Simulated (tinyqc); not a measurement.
Two-valley model of the transferred-electron effect: one step, computed by the program tinyqc. Command: `OMP_NUM_THREADS=1 python tinyqc.py 3024601 3024602 out.jsonl gunn walk`. One thread of a shared host (Intel(R) Xeon(R) Processor @ 2.30GHz), about 0.01 s of CPU time with the checks.

Both kinds of valley share one electron temperature T_e, and each has a constant mobility.

Task: Velocity. Density-of-states ratio R = Z (m2/m1)^(3/2); n2/n1 = R exp(-dE/(k_B T_e)); mean mobility mu = (mu1 + mu2 n2/n1)/(1 + n2/n1); energy balance e mu F^2 = (3/2) k_B (T_e - T)/tau_E; v = mu F.

Inputs (values chosen for the exercise, for a model semiconductor):

| quantity | value | unit |
|---|---|---|
| central-valley mass m1 | 0.062 | m_0 |
| satellite-valley mass m2 | 0.4 | m_0 |
| satellite valleys Z | 6 | - |
| valley separation dE | 0.39 | eV |
| central-valley mobility mu1 | 1000 | cm^2/(V s) |
| satellite-valley mobility mu2 | 410 | cm^2/(V s) |
| lattice temperature T | 500 | K |
| electric field F | 34 | kV/cm |

Solver: bisection.

electron temperature T_e = 3068.265 K

Constants: k_B = 8.617333262e-05 eV/K.

Give: share in the satellites; mean mobility; drift velocity.

Result:

share in the satellites = 95.74 %

mean mobility = 435.1 cm^2/(V s)

drift velocity = 1.479 1e7 cm/s

Caution: T_e exceeds 3000 K, outside the range of a Maxwellian in parabolic valleys.
